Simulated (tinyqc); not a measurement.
RHF in the sto-3g basis, for B+, spin multiplicity 1, step by step. Computed by tinyqc, a small Python program that keeps every step (integrals from PySCF). Settings: charge = 1, multiplicity = 1, basis = sto-3g, energy threshold = 1e-09, iteration cap = 80, orthogonalisation = symmetric, start = core, DIIS depth = 8, shift = 1.0, method = RHF. Command: `OMP_NUM_THREADS=1 python tinyqc.py 23206 23207 out.jsonl` (the two numbers bound the seeds that draw the settings). One thread of a shared host (Intel(R) Xeon(R) Processor @ 2.60GHz), about 0.03 s of CPU time with the checks. Later iterations appear only in the table of the cycle.

## One-electron integrals

Geometry (angstrom):
```
atom       x       y       z
B     0.0000  0.0000  0.0000
```

Basis sto-3g: exponents (1/bohr^2) and contraction coefficients of normalised primitives:
```
element  l (shell)  exponent  coefficient
B            s (1)   48.7911       0.1543
B            s (1)    8.8874       0.5353
B            s (1)    2.4053       0.4446
B            s (2)    2.2370      -0.1000
B            s (2)    0.5198       0.3995
B            s (2)    0.1691       0.7001
B            p (3)    2.2370       0.1559
B            p (3)    0.5198       0.6077
B            p (3)    0.1691       0.3920
```

Overlap, kinetic and nuclear-attraction integrals over the contracted functions; the nuclear repulsion is the sum of Za Zb / Rab.

nuclear repulsion = 0 hartree

overlap S, lower triangle:
```
         1B 1s   1B 2s  1B 2px  1B 2py  1B 2pz
1B 1s   1.0000
1B 2s   0.2693  1.0000
1B 2px  0.0000  0.0000  1.0000
1B 2py  0.0000  0.0000  0.0000  1.0000
1B 2pz  0.0000  0.0000  0.0000  0.0000  1.0000
```

kinetic energy T (hartree), lower triangle:
```
          1B 1s   1B 2s  1B 2px  1B 2py  1B 2pz
1B 1s   10.8263
1B 2s   -0.0480  0.3592
1B 2px   0.0000  0.0000  1.1239
1B 2py   0.0000  0.0000  0.0000  1.1239
1B 2pz   0.0000  0.0000  0.0000  0.0000  1.1239
```

nuclear attraction V (hartree), lower triangle:
```
           1B 1s    1B 2s   1B 2px   1B 2py   1B 2pz
1B 1s   -23.1474
1B 2s    -3.1394  -3.7716
1B 2px    0.0000   0.0000  -3.7414
1B 2py    0.0000   0.0000   0.0000  -3.7414
1B 2pz    0.0000   0.0000   0.0000   0.0000  -3.7414
```

core Hamiltonian H = T + V (hartree), lower triangle:
```
           1B 1s    1B 2s   1B 2px   1B 2py   1B 2pz
1B 1s   -12.3211
1B 2s    -3.1873  -3.4125
1B 2px    0.0000   0.0000  -2.6176
1B 2py    0.0000   0.0000   0.0000  -2.6176
1B 2pz    0.0000   0.0000   0.0000   0.0000  -2.6176
```

## Two-electron integrals

Functions are numbered as in S; the eight-fold symmetry (ij|kl) = (ji|kl) = (kl|ij) leaves the list below.

Two-electron integrals (ij|kl) in chemists' order, unique and non-zero (hartree):
```
(11|11) 2.9235   (21|11) 0.5184   (21|21) 0.1093   (22|11) 0.7442
(22|21) 0.1932   (22|22) 0.5448   (31|31) 0.0203   (32|31) 0.0300
(32|32) 0.1203   (33|11) 0.7425   (33|21) 0.1932   (33|22) 0.5447
(33|33) 0.5868   (41|41) 0.0203   (42|41) 0.0300   (42|42) 0.1203
(43|43) 0.0316   (44|11) 0.7425   (44|21) 0.1932   (44|22) 0.5447
(44|33) 0.5235   (44|44) 0.5868   (51|51) 0.0203   (52|51) 0.0300
(52|52) 0.1203   (53|53) 0.0316   (54|54) 0.0316   (55|11) 0.7425
(55|21) 0.1932   (55|22) 0.5447   (55|33) 0.5235   (55|44) 0.5235
(55|55) 0.5868
```

## Orthogonalisation

S = U s U^T; symmetric (Loewdin) form X = U s^(-1/2) U^T, so that X^T S X = 1.

eigenvalues of S: 0.7307  1.0000  1.0000  1.0000  1.2693

X, lower triangle:
```
          1B 1s   1B 2s  1B 2px  1B 2py  1B 2pz
1B 1s    1.0287
1B 2s   -0.1411  1.0287
1B 2px   0.0000  0.0000  1.0000
1B 2py   0.0000  0.0000  0.0000  1.0000
1B 2pz   0.0000  0.0000  0.0000  0.0000  1.0000
```

## Starting guess

The start is the orbitals of the core Hamiltonian; D = 2 C_occ C_occ^T.

D at the start, lower triangle:
```
          1B 1s   1B 2s  1B 2px  1B 2py  1B 2pz
1B 1s    2.1564
1B 2s   -0.5808  2.1564
1B 2px   0.0000  0.0000  0.0000
1B 2py   0.0000  0.0000  0.0000  0.0000
1B 2pz   0.0000  0.0000  0.0000  0.0000  0.0000
```

## Iteration 1: building the Fock matrix

J_ij = sum D_kl (ij|kl), K_ij = sum D_kl (ik|jl); F = H + J - 0.5 K; E = tr D H + tr D J / 2 - 0.25 tr D K + E_nn.

Coulomb J (hartree), lower triangle:
```
         1B 1s   1B 2s  1B 2px  1B 2py  1B 2pz
1B 1s   7.3071
1B 2s   1.4075  2.5553
1B 2px  0.0000  0.0000  2.5512
1B 2py  0.0000  0.0000  0.0000  2.5512
1B 2pz  0.0000  0.0000  0.0000  0.0000  2.5512
```

exchange K (hartree), lower triangle:
```
         1B 1s   1B 2s  1B 2px  1B 2py  1B 2pz
1B 1s   5.9378
1B 2s   1.0387  1.1861
1B 2px  0.0000  0.0000  0.2684
1B 2py  0.0000  0.0000  0.0000  0.2684
1B 2pz  0.0000  0.0000  0.0000  0.0000  0.2684
```

Fock matrix F (hartree), lower triangle:
```
          1B 1s    1B 2s   1B 2px   1B 2py   1B 2pz
1B 1s   -7.9829
1B 2s   -2.2992  -1.4502
1B 2px   0.0000   0.0000  -0.2005
1B 2py   0.0000   0.0000   0.0000  -0.2005
1B 2pz   0.0000   0.0000   0.0000   0.0000  -0.2005
```

total energy of this density = -23.948470 hartree

## Iteration 1: diagonalisation and new density

A level shift of 1 hartree raises the virtual space: F + shift (S - S D(s) S), with D(s) the density of one spin (D/2). Diagonalise F' = X^T F X, C = X C', fill 2 alpha and 2 beta electrons from the bottom; D = 2 C_occ C_occ^T. Each column has its largest component positive (the first on a tie).

F' = X^T F X (hartree), lower triangle:
```
         1        2       3       4       5
1  -7.8095
2  -1.1094  -1.0261
3   0.0000   0.0000  0.7995
4   0.0000   0.0000  0.0000  0.7995
5   0.0000   0.0000  0.0000  0.0000  0.7995
```

orbital energies (hartree): MO1 -7.9863, MO2 -0.8493, MO3 0.7995, MO4 0.7995, MO5 0.7995

coefficients C:
```
           MO1      MO2     MO3     MO4     MO5
1B 1s   0.9937  -0.3013  0.0000  0.0000  0.0000
1B 2s   0.0225   1.0381  0.0000  0.0000  0.0000
1B 2px  0.0000   0.0000  1.0000  0.0000  0.0000
1B 2py  0.0000   0.0000  0.0000  1.0000  0.0000
1B 2pz  0.0000   0.0000  0.0000  0.0000  1.0000
```

D after iteration 1, lower triangle:
```
          1B 1s   1B 2s  1B 2px  1B 2py  1B 2pz
1B 1s    2.1564
1B 2s   -0.5808  2.1564
1B 2px   0.0000  0.0000  0.0000
1B 2py   0.0000  0.0000  0.0000  0.0000
1B 2pz   0.0000  0.0000  0.0000  0.0000  0.0000
```

Within a degenerate level the vectors are fixed only up to a rotation; this is one choice.

## Iteration 2: building the Fock matrix

As before.

Coulomb J (hartree), lower triangle:
```
         1B 1s   1B 2s  1B 2px  1B 2py  1B 2pz
1B 1s   7.3071
1B 2s   1.4075  2.5553
1B 2px  0.0000  0.0000  2.5512
1B 2py  0.0000  0.0000  0.0000  2.5512
1B 2pz  0.0000  0.0000  0.0000  0.0000  2.5512
```

exchange K (hartree), lower triangle:
```
         1B 1s   1B 2s  1B 2px  1B 2py  1B 2pz
1B 1s   5.9378
1B 2s   1.0387  1.1861
1B 2px  0.0000  0.0000  0.2684
1B 2py  0.0000  0.0000  0.0000  0.2684
1B 2pz  0.0000  0.0000  0.0000  0.0000  0.2684
```

Fock matrix F (hartree), lower triangle:
```
          1B 1s    1B 2s   1B 2px   1B 2py   1B 2pz
1B 1s   -7.9829
1B 2s   -2.2992  -1.4502
1B 2px   0.0000   0.0000  -0.2005
1B 2py   0.0000   0.0000   0.0000  -0.2005
1B 2pz   0.0000   0.0000   0.0000   0.0000  -0.2005
```

total energy of this density = -23.948470 hartree

## Iteration 2 (converged): orbitals

Diagonalise F' = X^T F X, C = X C', fill 2 alpha and 2 beta electrons from the bottom; D = 2 C_occ C_occ^T. Each column has its largest component positive (the first on a tie).

F' = X^T F X (hartree), lower triangle:
```
         1        2        3        4        5
1  -7.8095
2  -1.1094  -1.0261
3   0.0000   0.0000  -0.2005
4   0.0000   0.0000   0.0000  -0.2005
5   0.0000   0.0000   0.0000   0.0000  -0.2005
```

orbital energies (hartree): MO1 -7.9863, MO2 -0.8493, MO3 -0.2005, MO4 -0.2005, MO5 -0.2005

coefficients C:
```
           MO1      MO2     MO3     MO4     MO5
1B 1s   0.9937  -0.3013  0.0000  0.0000  0.0000
1B 2s   0.0225   1.0381  0.0000  0.0000  0.0000
1B 2px  0.0000   0.0000  1.0000  0.0000  0.0000
1B 2py  0.0000   0.0000  0.0000  1.0000  0.0000
1B 2pz  0.0000   0.0000  0.0000  0.0000  1.0000
```

D after iteration 2, lower triangle:
```
          1B 1s   1B 2s  1B 2px  1B 2py  1B 2pz
1B 1s    2.1564
1B 2s   -0.5808  2.1564
1B 2px   0.0000  0.0000  0.0000
1B 2py   0.0000  0.0000  0.0000  0.0000
1B 2pz   0.0000  0.0000  0.0000  0.0000  0.0000
```

Within a degenerate level the vectors are fixed only up to a rotation; this is one choice.

## Convergence

Stop when the energy changes by less than 1e-09 hartree and every element of the error matrix X^T (F D S - S D F) X is below 9e-06.

Course of the cycle:
```
iteration  E (hartree)    change  largest element of the error matrix
1           -23.948470         -                             1.87e-15
2           -23.948470  1.42e-14                               0.0000
```

PySCF RHF in the same basis = -23.948470 hartree

Converged in 2 iterations.

## Populations

Mulliken: Z minus the diagonal of D S on the atom; Loewdin: the same with S^(1/2) D S^(1/2).

Charges (e):
```
atom  Mulliken  Loewdin
1B      1.0000   1.0000
```
